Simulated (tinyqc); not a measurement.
MOS inversion layer, Poisson-Schroedinger loop: two steps of the calculation.

Electrons confined at an insulator interface at z = 0, treated as a hard wall; parabolic valleys, Hartree approximation, no image or exchange terms. The depletion charge lies far deeper than the electrons and gives a uniform field q Nd/(eps0 eps_r); the gate balances all charge. Energies are counted from the band edge at the interface.

Inputs (values chosen for the exercise); masses and permittivity close to those of gallium nitride: relative permittivity eps_r = 9.42; mass along z of valley set A (1 valley(s)) mz1 = 0.204 m0; sheet density of electrons Ns = 1.9e12 cm^-2; sheet density of depletion charge Nd = 2.7e12 cm^-2; mesh step hz = 0.65 nm.

Constants: q = 1.602176634e-19 C, hbar = 1.054571817e-34 J s, m0 = 9.1093837015e-31 kg, eps0 = 8.8541878128e-14 F/cm where lengths are in cm, hbar^2/(2 m0) = 0.0380998212 eV nm^2. Results are converted to the units shown.

Question 1. Levels and probability densities. Tridiagonal Hamiltonian with psi = 0 one step beyond both ends: H_ii = C (1/m_(i-1/2) + 1/m_(i+1/2))/hz^2 + V0_i + U_i, H_(i,i+1) = -C/(m_(i+1/2) hz^2), C = hbar^2/(2 m0). The lowest 2 level(s) are kept, normalised to hz sum |psi|^2 = 1. The mass is the same on all intervals.

```
node,fixed potential V0 (eV),self-consistent potential U at the start (eV)
1,0.03371226,0
2,0.06742452,0
3,0.10113678,0
4,0.13484904,0
5,0.16856131,0
6,0.20227357,0
7,0.23598583,0
8,0.26969809,0
9,0.30341035,0
10,0.33712261,0
11,0.37083487,0
12,0.40454713,0
13,0.43825939,0
14,0.47197166,0
15,0.50568392,0
16,0.53939618,0
```

Give: levels; |psi|^2 of A1; |psi|^2 of A2.

Answer 1.

levels (eV): A1 0.18457, A2 0.32090

```
node,|psi|^2 of A1 (1/nm),|psi|^2 of A2 (1/nm)
1,0.10905,0.10281
2,0.30004,0.18746
3,0.38457,0.08823
4,0.33117,0.00018
5,0.21724,0.07608
6,0.11548,0.22093
7,0.05161,0.28955
8,0.01987,0.25282
9,0.00671,0.16751
10,0.00201,0.08974
11,0.00054,0.04034
12,0.00013,0.01558
13,0.00003,0.00524
14,0.00001,0.00154
15,0.00000,0.00038
16,0.00000,0.00006
```

Question 2. Closed-form estimates. Triangular well: E_k = a_k (C F^2/mz)^(1/3), a_1 = 2.338107, a_2 = 4.087949, C = hbar^2/(2 m0), F in eV/nm. Fang-Howard (all electrons in the lowest level of set A): b^3 = 6 (mz1/C) q (Nd + 11 Ns/32)/(eps0 eps_r), centroid 3/b, level C b^2/(4 mz1) + (3/b) q (Nd + 11 Ns/16)/(eps0 eps_r). Use F = q (Nd + Ns)/(eps0 eps_r), the surface field, and F = q (Nd + Ns/2)/(eps0 eps_r).

Give: A1 with the surface field; A1 with Nd + Ns/2; A2 with Nd + Ns/2; b; Fang-Howard centroid; Fang-Howard level.

Answer 2.

A1 with the surface field = 0.2651 eV
A1 with Nd + Ns/2 = 0.2272 eV
A2 with Nd + Ns/2 = 0.3973 eV
b = 1.274 1/nm
Fang-Howard centroid = 2.354 nm
Fang-Howard level = 0.2570 eV

Program tinyqc, `OMP_NUM_THREADS=1 python tinyqc.py 2160155 2160156 out.jsonl`; Intel Xeon 2.30GHz, shared host, one thread, about 0.5 s.
